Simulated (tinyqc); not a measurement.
Worked calculation: empirical pseudopotential in a few plane waves. Computed by tinyqc, a small Python program that keeps every step. Settings: plane-wave index or count = 15. Command: `OMP_NUM_THREADS=1 python tinyqc.py 27363 27364 out.jsonl` (the two numbers bound the seeds that draw the settings). One thread of a shared host (Intel(R) Xeon(R) Processor @ 2.60GHz), about 0.2 s of CPU time with the checks.

## Bloch Hamiltonian at G

Parameters chosen for this model: fcc lattice, atoms at +/- a/8 (1,1,1); form factors in rydberg at |G|^2 in units of (2 pi/a)^2:
```
parameter                 value      unit
a                      5.260000  angstrom
VS(3)                 -0.238000        Ry
VS(8)                  0.060000        Ry
VS(11)                 0.056000        Ry
VA(3)                  0.046000        Ry
VA(4)                  0.095000        Ry
VA(11)                 0.034000        Ry
hbar^2/2m (2 pi/a)^2   5.436397        eV
```

k point G (2 pi / a): 0  0  0

Basis: the 15 shortest G (labels in 2 pi/a), the same at every k. H(G,G') = c |k + G|^2 delta + VS(|G-G'|^2) cos((G-G').tau) + i VA sin((G-G').tau), tau = a/8 (1,1,1); 1 Ry = 13.605693 eV.

H(k) at G (eV), lower triangle (Hermitian):
```
                 +0+0+0           -1-1-1           -1-1+1           -1+1-1
+0+0+0           0.0000
-1-1-1   2.2897-0.4426i          16.3092
-1-1+1  -2.2897-0.4426i   0.0000+1.2925i          16.3092
-1+1-1  -2.2897-0.4426i   0.0000+1.2925i           0.8163          16.3092
-1+1+1  -2.2897+0.4426i          -0.8163   0.0000+1.2925i   0.0000+1.2925i
+1-1-1  -2.2897-0.4426i   0.0000+1.2925i           0.8163           0.8163
+1-1+1  -2.2897+0.4426i          -0.8163   0.0000+1.2925i           0.0000
+1+1-1  -2.2897+0.4426i          -0.8163           0.0000   0.0000+1.2925i
+1+1+1   2.2897+0.4426i           0.0000          -0.8163          -0.8163
-2+0+0   0.0000-1.2925i  -2.2897+0.4426i  -2.2897-0.4426i  -2.2897-0.4426i
+0-2+0   0.0000-1.2925i  -2.2897+0.4426i  -2.2897-0.4426i   0.5388-0.3271i
+0+0-2   0.0000-1.2925i  -2.2897+0.4426i   0.5388-0.3271i  -2.2897-0.4426i
+0+0+2   0.0000+1.2925i  -0.5388-0.3271i   2.2897+0.4426i  -0.5388+0.3271i
+0+2+0   0.0000+1.2925i  -0.5388-0.3271i  -0.5388+0.3271i   2.2897+0.4426i
+2+0+0   0.0000+1.2925i  -0.5388-0.3271i  -0.5388+0.3271i  -0.5388+0.3271i

                 -1+1+1           +1-1-1           +1-1+1           +1+1-1
-1+1+1          16.3092
+1-1-1           0.0000          16.3092
+1-1+1           0.8163   0.0000+1.2925i          16.3092
+1+1-1           0.8163   0.0000+1.2925i           0.8163          16.3092
+1+1+1   0.0000+1.2925i          -0.8163   0.0000+1.2925i   0.0000+1.2925i
-2+0+0   2.2897-0.4426i   0.5388-0.3271i  -0.5388-0.3271i  -0.5388-0.3271i
+0-2+0  -0.5388-0.3271i  -2.2897-0.4426i   2.2897-0.4426i  -0.5388-0.3271i
+0+0-2  -0.5388-0.3271i  -2.2897-0.4426i  -0.5388-0.3271i   2.2897-0.4426i
+0+0+2  -2.2897+0.4426i  -0.5388+0.3271i  -2.2897+0.4426i   0.5388+0.3271i
+0+2+0  -2.2897+0.4426i  -0.5388+0.3271i   0.5388+0.3271i  -2.2897+0.4426i
+2+0+0   0.5388+0.3271i   2.2897+0.4426i  -2.2897+0.4426i  -2.2897+0.4426i

                 +1+1+1   -2+0+0   +0-2+0   +0+0-2
+1+1+1          16.3092
-2+0+0  -0.5388+0.3271i  21.7456
+0-2+0  -0.5388+0.3271i   0.8163  21.7456
+0+0-2  -0.5388+0.3271i   0.8163   0.8163  21.7456
+0+0+2  -2.2897-0.4426i  -0.8163  -0.8163   0.0000
+0+2+0  -2.2897-0.4426i  -0.8163   0.0000  -0.8163
+2+0+0  -2.2897-0.4426i   0.0000  -0.8163  -0.8163

         +0+0+2   +0+2+0   +2+0+0
+0+0+2  21.7456
+0+2+0   0.8163  21.7456
+2+0+0   0.8163   0.8163  21.7456
```

## Levels at G

Diagonalise the Hermitian matrix.

eigenvalues (eV): -3.0556  11.7496  11.7496  11.7496  14.0198  15.8770  15.8770  15.8770  20.1129  20.1129  22.7034  25.1047  25.1047  25.1047  28.8598

## Bands along a path

The same steps at evenly spaced points between the labelled ones.

Bands along the path (eV), lowest eight:
```
k          band 1   band 2   band 3   band 4   band 5   band 6   band 7   band 8
L         -0.8059   4.4383  10.7903  10.7903  14.2445  16.2692  16.2692  21.0374
L-G 0.20  -1.3187   5.1499  10.7884  10.7884  14.1840  16.2635  16.2635  20.9930
L-G 0.40  -1.9874   6.5639  10.9569  10.9569  14.3239  16.4698  16.4698  20.3709
L-G 0.60  -2.5596   8.3870  11.2576  11.2576  14.5840  16.5258  16.5258  18.4336
L-G 0.80  -2.9290  10.3909  11.5899  11.5899  14.6519  16.1393  16.1393  16.5077
G         -3.0556  11.7496  11.7496  11.7496  14.0198  15.8770  15.8770  15.8770
G-X 0.20  -2.8867  10.4957  11.2271  11.2271  15.0353  15.7153  16.7037  16.7037
G-X 0.40  -2.3915   8.6882  10.3108  10.3108  14.0919  16.6097  18.5119  18.5119
G-X 0.60  -1.6150   6.9659   9.5533   9.5533  12.9641  15.6641  20.7034  20.7034
G-X 0.80  -0.6815   5.4842   9.1156   9.1156  12.2024  15.0005  23.0925  23.0925
X          0.0509   4.6342   9.0518   9.0518  12.0001  14.8611  25.5493  25.6610
```

With 4 band(s) filled, the highest filled level on these points lies at G and the lowest empty one at X: a gap of 0.2505 eV, indirect. This holds for the small fixed basis; with all plane waves up to |k + G|^2 = 21 (2 pi/a)^2 the gap along the path is 0.16 eV.

## Convergence with the number of plane waves

Levels at G counted from the fourth one.

Levels (eV):
```
plane waves   level 1  level 5  level 8
9            -16.4873   2.2776   2.5851
15           -14.8052   2.2702   4.1275
27           -13.9691   2.1628   4.5112
51           -13.9493   2.1711   4.5049
59           -13.9537   2.1518   4.3481
65           -13.9486   2.1549   4.3099
89           -13.9275   2.1557   4.3234
```
